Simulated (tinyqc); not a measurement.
Circular transfer-length structure: resistance against gap.

A disc contact of radius r0 and a very wide ring contact from r1 = r0 + sp outwards lie on a thin layer; the metal has no resistance and the sheet resistance under the contacts equals Rsh.

Transfer length Lt = sqrt(rc/Rsh). R = (Rsh/2 pi) [(Lt/r0) I0(r0/Lt)/I1(r0/Lt) + ln(r1/r0) + (Lt/r1) K0(r1/Lt)/K1(r1/Lt)] with modified Bessel functions; for r0 >> Lt both ratios tend to 1. The last column is Rsh (sp + 2 Lt)/(2 pi r0).

Parameters, values chosen for the exercise: sheet resistance of the semiconductor layer Rsh = 2200 ohm/sq; specific contact resistivity rc = 8.9e-9 ohm cm^2; radius of the inner contact r0 = 0.085 um.

Resistance against gap:
```
sp (um),R (ohm),large-radius form (ohm),linear form (ohm)
0.0039,182.3,177.8,181.8
0.0066,190.8,185.9,192.9
0.011,204.3,198.8,211.0
0.019,227.7,221.2,244.0
0.033,265.1,257.4,301.6
0.056,319.0,310.0,396.4
0.096,396.6,386.4,561.2
```

R rises from 182 to 397 ohm. The linear form is 0.27 % below it in the first row and 41 % above it in the last, where ln(1 + sp/r0) has bent well below sp/r0. A straight line through the end rows, read with the linear form, gives Rsh = 1240 ohm/sq and Lt = 0.0372 um, against 2200 and 0.0201.

Program tinyqc, `OMP_NUM_THREADS=1 python tinyqc.py 2760017 2760018 out.jsonl`; Intel Xeon 2.30GHz, shared host, one thread, about 0.01 s.
